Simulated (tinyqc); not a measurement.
Inside a calculation. Method: plane-wave Kohn-Sham cycle with exchange-only LDA in a layered model solid. One step of it, computed by the program tinyqc.

Question. Iteration 1: potential. V_H(G) = 4 pi rho(G)/G^2 for G != 0 (uniform background); v_x = -(3 rho/pi)^(1/3); V = V_ext + V_H + v_x; Fourier components f(G_m) = (1/N) sum_j f(x_j) exp(-i G_m x_j).

A solid whose potential varies along x alone (atomic units):
```
parameter                      value
period a                   12.700000
cross-section of the cell  16.000000
electrons per cell                 2
grid points                       16
plane waves -n..n, n               2
k points                           2
V1 in V1 cos(2 pi x/a)     -0.600000
V2 in V2 cos(4 pi x/a)     -0.030000
```

density at the start, on the grid x_j = j a/N (e/bohr^3): [0.00984252, 0.00984252, 0.00984252, 0.00984252, 0.00984252, 0.00984252, 0.00984252, 0.00984252, 0.00984252, 0.00984252, 0.00984252, 0.00984252, 0.00984252, 0.00984252, 0.00984252, 0.00984252]

Give: Potentials on the grid; V(G_m), m = 0, 1, 2, ....

Answer.

Potentials on the grid (hartree):
```
x          V_ext     V_H      v_x        V
0.0000   -0.6300  0.0000  -0.2110  -0.8410
0.7937   -0.5755  0.0000  -0.2110  -0.7866
1.5875   -0.4243  0.0000  -0.2110  -0.6353
2.3813   -0.2084  0.0000  -0.2110  -0.4194
3.1750    0.0300  0.0000  -0.2110  -0.1810
3.9688    0.2508  0.0000  -0.2110   0.0398
4.7625    0.4243  0.0000  -0.2110   0.2132
5.5563    0.5331  0.0000  -0.2110   0.3221
6.3500    0.5700  0.0000  -0.2110   0.3590
7.1437    0.5331  0.0000  -0.2110   0.3221
7.9375    0.4243  0.0000  -0.2110   0.2132
8.7312    0.2508  0.0000  -0.2110   0.0398
9.5250    0.0300  0.0000  -0.2110  -0.1810
10.3187  -0.2084  0.0000  -0.2110  -0.4194
11.1125  -0.4243  0.0000  -0.2110  -0.6353
11.9062  -0.5755  0.0000  -0.2110  -0.7866
```

V(G_m), m = 0, 1, 2, ... (hartree): [-0.2110, -0.3000, -0.0150, 0.0000, 0.0000]
